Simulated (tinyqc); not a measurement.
# Correction of a charged-defect supercell by a model charge and potential alignment (plane-averaged potentials), step by step

A worked calculation. Computed by tinyqc, a small Python program that keeps every step. Command: `OMP_NUM_THREADS=1 python tinyqc.py 3112693 3112694 out.jsonl align walk`. One thread of a shared host (Intel(R) Xeon(R) Processor @ 2.30GHz), about 0.01 s of CPU time with the checks. Intermediate numbers are printed to about 6 digits and carried at full precision; extremes and crossings named in words are read from the listed rows.

The "true" defect charge is (1 - x) q in a Gaussian of width sigma plus x q in one of width sigma_t, so the exact answer is known; the correction sees only a single model Gaussian of width sigma_m. A Gaussian of width s has the transform rho(G) = exp(-G^2 s^2/2), normalised to 1. A uniform background cancels q, so G = 0 is left out. Potentials are those felt by a unit positive charge. E_0 is the formation energy of the isolated defect, E_cell its value in the supercell, E_lat = E_iso - E_per of the model charge, C the true less the model potential far from the defect; the exact correction is E_0 - E_cell, and the error of a scheme is E_cell plus its correction less E_0.

Inputs (values chosen for the exercise, with screening close to that of 4H-SiC):
```
quantity                                     value      unit
defect charge q                                  1         e
dielectric constant eps                         10         -
edge of the cubic cell L                        12  angstrom
width sigma of the true defect charge          1.2  angstrom
width sigma_m of the model charge             0.88  angstrom
share x of the charge in a wide tail          0.12         -
width sigma_t of the tail                      2.6  angstrom
formation energy of the isolated defect E_0   3.64        eV
```

Constants: e^2/(4 pi eps_0) = 14.39964548 eV angstrom.

## The supercell energy and its true error

Periodic energy E_per = (2 pi q^2/(eps L^3)) (e^2/(4 pi eps_0)) sum_(G != 0) rho(G)^2/G^2, G = (2 pi/L)(n1, n2, n3), |n_i| <= 16. Isolated energy: two Gaussians of charges q_a, q_b and widths a, b interact by q_a q_b (e^2/(4 pi eps_0 eps)) sqrt(2/pi)/sqrt(a^2 + b^2), and the self-energy is half the sum over pairs. Supercell value E_cell = E_0 + E_per - E_iso for the true charge.

E_iso, true charge = 0.306757 eV

E_per, true charge = 0.147398 eV

E_cell = 3.48064 eV

exact correction = 0.159359 eV

## Lattice energy of the model charge

E_lat = E_iso - E_per for the model charge; point-charge value alpha q^2 e^2/(4 pi eps_0 eps 2 L) with alpha = 2.837297.

E_iso, model = 0.461598 eV

E_per, model = 0.295419 eV

E_lat = 0.166179 eV

point-charge value = 0.170234 eV

## Plane-averaged potentials

Plane-averaged potential at distance z from the defect: V(z) = (4 pi q/(eps L^3)) (e^2/(4 pi eps_0 e)) sum_(m != 0) rho(G_m) cos(G_m z)/G_m^2, G_m = 2 pi m/L, |m| <= 40.

Potentials (V):
```
z/L   z (angstrom)        true       model  difference
0.00           0.0   0.0679631   0.0855997  -0.0176366
0.05           0.6   0.0629505   0.0776100  -0.0146594
0.10           1.2   0.0493998   0.0574679  -0.0080680
0.15           1.8   0.0308480   0.0327543  -0.0019063
0.20           2.4   0.0110071   0.0089739   0.0020333
0.25           3.0  -0.0075100  -0.0116622   0.0041522
0.30           3.6  -0.0233338  -0.0286176   0.0052839
0.35           4.2  -0.0358853  -0.0418115   0.0059262
0.40           4.8  -0.0449404  -0.0512360   0.0062957
0.45           5.4  -0.0504032  -0.0568907   0.0064875
0.50           6.0  -0.0522288  -0.0587757   0.0065468
```

The difference moves by 0.25 mV between z/L = 0.4 and 0.5, so the plateau is not yet flat.

## Alignment and corrected energy

C = difference at z = L/2; E_corr = E_cell + E_lat - q C. For charges that have died out at L/2, C = (2 pi q/(eps L^3)) (e^2/(4 pi eps_0 e)) (<s^2> - sigma_m^2), <s^2> = (1 - x) sigma^2 + x sigma_t^2.

alignment C = 0.00654684 V

C, closed form = 0.00682756 V

E_corr = 3.64027 eV

error with alignment (rounded to 1e-4 meV) = 0.2729 meV

error without alignment = 6.81971 meV

error with the point-charge term alone = 10.8743 meV

error without correction = -159.359 meV

Errors are measured against E_0. Alignment cuts the error of the model charge from 6.8 to 0.27 meV.

## Errors against cell size

Schemes: none; point-charge term alpha q^2 e^2/(4 pi eps_0 eps 2 L), alpha = 2.837297; E_lat of the model; E_lat - q C with C at z = L/2.

Error against E_0 (meV):
```
L (angstrom)      none  point charge  model charge  model and alignment
8.4           -212.013       31.1781       19.3570              3.06963
10.2          -182.623       17.6523       11.0500              0.95423
12.0          -159.359       10.8743        6.8197              0.27288
14.4          -135.564        6.2971        3.9507              0.04551
18.0          -110.265        3.2243        2.0230              0.00237
```

Between the last two rows the uncorrected error scales as L^-0.93 and the point-charge remainder as L^-3.00. With alignment the error is +3.1 meV in the smallest cell and 0.00 meV in the largest.

Checks made by the program: E_lat against the point-charge value less 2 pi q^2 sigma_m^2 e^2/(4 pi eps_0 eps L^3) (relative difference 2e-07).
